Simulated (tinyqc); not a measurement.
Worked calculation: UKS/PBE0 in the sto-6g basis, for H4+, spin multiplicity 2. One step of it, computed by the program tinyqc.

Task: Iteration 2: building the Kohn-Sham matrix. J_ij = sum D_kl (ij|kl) with D = D(alpha) + D(beta), K_ij = sum D_kl (ik|jl) for each spin; F = H + J - 0.25 K(s) + V_xc; E = tr D H + tr D J / 2 - 0.125 sum_s tr D(s) K(s) + E_xc + E_nn.

D(alpha) after iteration 1, lower triangle:
```
           1H 1s      2H 1s      3H 1s     4H 1s
1H 1s   0.392997
2H 1s  -0.117894   0.392997
3H 1s   0.392997  -0.117894   0.392997
4H 1s  -0.117894   0.392997  -0.117894  0.392997
```

D(beta) after iteration 1, lower triangle:
```
          1H 1s     2H 1s     3H 1s     4H 1s
1H 1s  0.137551
2H 1s  0.137551  0.137551
3H 1s  0.137551  0.137551  0.137551
4H 1s  0.137551  0.137551  0.137551  0.137551
```

core Hamiltonian H = T + V (hartree), lower triangle:
```
           1H 1s      2H 1s      3H 1s      4H 1s
1H 1s  -1.556710
2H 1s  -0.551065  -1.556710
3H 1s  -0.794316  -0.317287  -1.556710
4H 1s  -0.317287  -0.794316  -0.551065  -1.556710
```

Two-electron integrals (ij|kl) in chemists' order, unique and non-zero (hartree):
```
(11|11) 0.774999   (21|11) 0.148131   (21|21) 0.042715   (22|11) 0.354911
(22|21) 0.148131   (22|22) 0.774999   (31|11) 0.234796   (31|21) 0.049773
(31|22) 0.130095   (31|31) 0.097026   (32|11) 0.065558   (32|21) 0.019645
(32|22) 0.070415   (32|31) 0.028102   (32|32) 0.011167   (33|11) 0.423733
(33|21) 0.098962   (33|22) 0.280797   (33|31) 0.234796   (33|32) 0.070415
(33|33) 0.774999   (41|11) 0.070415   (41|21) 0.019645   (41|22) 0.065558
(41|31) 0.028102   (41|32) 0.010983   (41|33) 0.065558   (41|41) 0.011167
(42|11) 0.130095   (42|21) 0.049773   (42|22) 0.234796   (42|31) 0.053860
(42|32) 0.028102   (42|33) 0.130095   (42|41) 0.028102   (42|42) 0.097026
(43|11) 0.098962   (43|21) 0.028735   (43|22) 0.098962   (43|31) 0.049773
(43|32) 0.019645   (43|33) 0.148131   (43|41) 0.019645   (43|42) 0.049773
(43|43) 0.042715   (44|11) 0.280797   (44|21) 0.098962   (44|22) 0.423733
(44|31) 0.130095   (44|32) 0.065558   (44|33) 0.354911   (44|41) 0.070415
(44|42) 0.234796   (44|43) 0.148131   (44|44) 0.774999
```

nuclear repulsion = 2.18873952 hartree

V_xc(alpha) (hartree), lower triangle:
```
           1H 1s      2H 1s      3H 1s      4H 1s
1H 1s  -0.328996
2H 1s  -0.076022  -0.328996
3H 1s  -0.123038  -0.041964  -0.328996
4H 1s  -0.041964  -0.123038  -0.076022  -0.328996
```

V_xc(beta) (hartree), lower triangle:
```
           1H 1s      2H 1s      3H 1s      4H 1s
1H 1s  -0.284387
2H 1s  -0.069726  -0.284387
3H 1s  -0.107422  -0.038555  -0.284387
4H 1s  -0.038555  -0.107422  -0.069726  -0.284387
```

E_xc = sum of w rho eps_xc = -0.72357507 hartree

Give: Coulomb J; exchange K(alpha); exchange K(beta); F(alpha); F(beta); total energy of this density.

Result:

Coulomb J (hartree), lower triangle:
```
        1H 1s   2H 1s   3H 1s   4H 1s
1H 1s  1.3755
2H 1s  0.3722  1.3755
3H 1s  0.5534  0.2063  1.3755
4H 1s  0.2063  0.5534  0.3722  1.3755
```

exchange K(alpha) (hartree), lower triangle:
```
        1H 1s   2H 1s   3H 1s   4H 1s
1H 1s  0.4940
2H 1s  0.1393  0.4940
3H 1s  0.3631  0.1149  0.4940
4H 1s  0.1149  0.3631  0.1393  0.4940
```

exchange K(beta) (hartree), lower triangle:
```
        1H 1s   2H 1s   3H 1s   4H 1s
1H 1s  0.2789
2H 1s  0.1850  0.2789
3H 1s  0.2138  0.1607  0.2789
4H 1s  0.1607  0.2138  0.1850  0.2789
```

F(alpha) (hartree), lower triangle:
```
         1H 1s    2H 1s    3H 1s    4H 1s
1H 1s  -0.6337
2H 1s  -0.2898  -0.6337
3H 1s  -0.4547  -0.1816  -0.6337
4H 1s  -0.1816  -0.4547  -0.2898  -0.6337
```

F(beta) (hartree), lower triangle:
```
         1H 1s    2H 1s    3H 1s    4H 1s
1H 1s  -0.5353
2H 1s  -0.2949  -0.5353
3H 1s  -0.4018  -0.1897  -0.5353
4H 1s  -0.1897  -0.4018  -0.2949  -0.5353
```

total energy of this density = -1.734031 hartree

This density is a damped mixture and is not idempotent.
